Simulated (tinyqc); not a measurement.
## Gap voltage and exponent from three temperatures

Question. At constant current VBE(T) = Vg0 - a T - eta (kB T/q) ln T, where a is a constant. Find Vg0, eta and dVBE/dT at the middle temperature.

Constants: q = 1.602176634e-19 C, kB = 1.380649e-23 J/K. Results are converted to the units shown.

T (K): [233, 300, 360]
VBE at a constant current (V): [0.7506815989, 0.6041514751, 0.4691511926]

Answer. The relation is linear in Vg0, a and eta, so three points give a linear system; the slope is (VBE - Vg0 - eta kB T/q)/T. eta rests on the curvature of VBE(T) alone, so real fits need accuracy of some tens of microvolts or better.

Vg0 = 1.18 V
eta = 3.40
dVBE/dT = -2.22 mV/K

Program tinyqc, `OMP_NUM_THREADS=1 python tinyqc.py 2062134 2062135 out.jsonl`; Intel Xeon 2.30GHz, shared host, one thread, about 0.03 s.
